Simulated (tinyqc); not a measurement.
## Fully depleted semiconductor-on-insulator film with two gates, non-linear Poisson equation by Newton steps: charge against front-gate voltage

One dimension across the film, front interface at x = 0, back interface at x = ts. psi is counted from the intrinsic level, n = ni exp(psi/Vt) (source grounded), holes neglected, acceptors ionised. Gates act through Cox = eps0 eox/tox and Cbox = 3.9 eps0/tb with potentials G1 = Vg - (phiM - chi - Vt ln(Nc/ni)) and G2 = Vb - (phiB - chi - Vt ln(Nc/ni)). Classical Boltzmann densities, no interface charge, no depletion in the back plane.

ni = sqrt(Nc Nv) exp(-Eg/(2 Vt)), Eg in volts. The Poisson equation eps0 eps_r d2psi/dx2 = q (n + Na), with -eps0 eps_r dpsi/dx = Cox (G1 - psi) at x = 0 and eps0 eps_r dpsi/dx = Cbox (G2 - psi) at x = ts, is solved on 300 equal intervals with half boxes at both ends; N_inv is the trapezoid sum of n. Swing = ln 10/(d ln N_inv/dVg); the last column is (dN_inv/dVb)/(dN_inv/dVg).

Inputs (values chosen for the exercise); band and dielectric values close to those of In0.53Ga0.47As: temperature T = 350 K; band gap Eg = 0.731 eV; relative permittivity eps_r = 13.9; conduction-band density of states at T Nc = 2.67e17 cm^-3; valence-band density of states at T Nv = 9.87e18 cm^-3; electron affinity chi = 4.57 eV; relative permittivity of the gate insulator (close to zirconium oxide) eox = 24.6; insulator thickness tox = 3.6 nm; film thickness ts = 10 nm; buried-oxide thickness (eps_r 3.9) tb = 140 nm; acceptor density of the film Na = 1e15 cm^-3; work function of the front gate phiM = 5.2 eV; work function of the back plane phiB = 5.07 eV; back-gate voltage Vb = 0 V.

Constants: q = 1.602176634e-19 C, kB = 1.380649e-23 J/K, Vt = kB T/q, eps0 = 8.8541878128e-14 F/cm where lengths are in cm. Results are converted to the units shown.

Charge against front-gate voltage:
```
Vg (V)	psi front (V)	psi back (V)	N_inv (cm^-2)	centroid/ts	swing (mV/decade)	q dN_inv/dVg over Cox	back/front leverage
0.21	-0.109	-0.111	2.30e5	0.495	70.4	1.99e-7	0.0139
0.36	0.0401	0.0356	3.11e7	0.487	70.4	2.69e-5	0.0137
0.51	0.189	0.182	4.16e9	0.479	71.0	0.00357	0.0135
0.66	0.331	0.304	3.07e11	0.425	111	0.169	0.0116
0.81	0.428	0.339	2.30e12	0.261	269	0.522	0.00708
0.96	0.482	0.346	5.91e12	0.164	496	0.727	0.00544
1.11	0.515	0.348	1.03e13	0.117	767	0.821	0.00488
1.26	0.538	0.349	1.51e13	0.0908	1.06e3	0.871	0.00462
1.41	0.555	0.349	2.01e13	0.0745	1.37e3	0.900	0.00448
```

What does the table show?

N_inv passes 1e11 cm^-2 at Vg = 0.613 V. The swing starts at 70.4 mV a decade, against (1 + k) Vt ln 10 = 69.7 for a front channel with k = Cs Cbox/(Cox (Cs + Cbox)) = 0.00400, Cs = eps0 eps_r/ts; above threshold this column is no longer a subthreshold swing. The centroid falls from 0.495 to 0.0745 of ts and the leverage of the back gate falls from 0.0139 to 0.00448. For Vg = 0.66, 0.81, 0.96, 1.11, 1.26, 1.41 the density at an interface exceeds 0.3 Nc, where Boltzmann statistics fail. For Vg = 0.81, 0.96, 1.11, 1.26, 1.41 the classical centroid lies within 3 nm of an interface, where confinement, left out, would push it away.

Numbers from tinyqc (`OMP_NUM_THREADS=1 python tinyqc.py 2190071 2190072 out.jsonl`; about 0.4 s on one thread of a shared Intel Xeon 2.30GHz).
